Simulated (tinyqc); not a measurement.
# Doping from the body effect

Problem. The threshold of a long MOSFET, counted against the source, shifts by gamma (sqrt(2 phiF + Vsb) - sqrt(2 phiF)) with gamma = sqrt(2 eps0 eps_r q N)/Cox. Find 2 phiF, gamma and N from two shifts.

Values chosen for this exercise:

| symbol | value | unit | meaning |
|---|---|---|---|
| eps_r | 11.9 |  | relative permittivity |

Constants: q = 1.602176634e-19 C, eps0 = 8.8541878128e-14 F/cm where lengths are in cm. Results are converted to the units shown.

|VT - VT(0)| at source-body biases 0.6 and 3.2 V (V): 0.38059555  1.5158275
Cox = 0.69062665 uF/cm^2

Solution. The ratio of the shifts depends on 2 phiF alone and rises steadily with it, so it fixes 2 phiF; either shift then gives gamma, and gamma gives N.

2 phiF = 1.036 V
gamma = 1.457 V^0.5
N = 3.000e18 cm^-3

tinyqc, about 0.01 s, one thread, Intel Xeon 2.30GHz (shared host): `OMP_NUM_THREADS=1 python tinyqc.py 2060036 2060037 out.jsonl`
